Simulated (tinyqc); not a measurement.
Ballistic transport through the one-dimensional subbands of a rectangular nanowire or nanosheet channel: one step, computed by the program tinyqc. Command: `OMP_NUM_THREADS=1 python tinyqc.py 3018826 3018827 out.jsonl wire walk`. One thread of a shared host (Intel(R) Xeon(R) Processor @ 2.30GHz), about 0.03 s of CPU time with the checks.

Hard walls, parabolic subbands, transport along x. Energies are counted from the bulk conduction band edge at the top of the barrier, which the gate pulls down by U; the source Fermi level lies at the bulk edge when U = 0.

Task: Subbands. E_pq = (hbar^2 pi^2/2)(p^2/(m_y b^2) + q^2/(m_z a^2)); valley pairs: (m_x, m_y, m_z) = (m_t, m_t, m_l), (m_t, m_l, m_t), (m_l, m_t, m_t), each with degeneracy g = 2; the 10 lowest subbands are kept.

Inputs (values chosen for the exercise, modelled on silicon):

| quantity | value | unit |
|---|---|---|
| light mass m_t | 0.2 | m_0 |
| heavy mass m_l | 0.908 | m_0 |
| height a | 3 | nm |
| width b | 4.9 | nm |

Valleys: silicon [100] wire.

Constants: hbar^2/(2 m_0) = 3.80998212 eV angstrom^2; k_B = 8.617333262e-05 eV/K.

Give: Subbands.

Result:

Subbands:

| valley axis | p | q | E (meV) | m_x (m_0) |
|---|---|---|---|---|
| z | 1 | 1 | 124.32 | 0.200 |
| y | 1 | 1 | 226.15 | 0.200 |
| z | 1 | 2 | 262.36 | 0.200 |
| y | 2 | 1 | 277.90 | 0.200 |
| x | 1 | 1 | 287.21 | 0.908 |
| z | 2 | 1 | 359.24 | 0.200 |
| y | 3 | 1 | 364.14 | 0.200 |
| y | 4 | 1 | 484.88 | 0.200 |
| z | 1 | 3 | 492.44 | 0.200 |
| z | 2 | 2 | 497.29 | 0.200 |
